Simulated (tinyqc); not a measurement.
Metal gate on a two-layer dielectric stack with fixed charge and a dipole: one step of the calculation.

Gate, layer 2, layer 1, p-type semiconductor; x runs from the gate inwards. Charges are counted in units of +q. psi is the band bending at the surface, positive towards inversion. Classical charge, Boltzmann statistics, no interface traps.

Question. Threshold voltage. ni = sqrt(Nc Nv) exp(-Eg/(2 Vt)), Eg in volts, pB = Vt ln(Na/ni), Vth = Vfb + 2 pB + sqrt(4 q eps0 eps_r Na pB)/Cox.

Inputs (values chosen for the exercise); band and dielectric values those of a made-up semiconductor, layer 1 close to silicon nitride, layer 2 close to hafnium oxide: temperature T = 300 K; band gap Eg = 3.21 eV; relative permittivity eps_r = 8.6; conduction-band density of states at T Nc = 1.35e19 cm^-3; valence-band density of states at T Nv = 2.93e19 cm^-3; acceptor density Na = 1.4e18 cm^-3.

Constants: q = 1.602176634e-19 C, kB = 1.380649e-23 J/K, Vt = kB T/q, eps0 = 8.8541878128e-14 F/cm where lengths are in cm. Results are converted to the units shown.

Vfb = -2.5740021 V
Cox = 2.4500357 uF/cm^2

Wanted: ni; pB; depletion charge; Vth.

Answer.

ni = 2.1666e-8 cm^-3
pB = 1.5364 V
depletion charge = 1.0245 uC/cm^2
Vth = 0.91696 V

Program tinyqc, `OMP_NUM_THREADS=1 python tinyqc.py 2010053 2010054 out.jsonl`; Intel Xeon 2.30GHz, shared host, one thread, about 0.01 s.
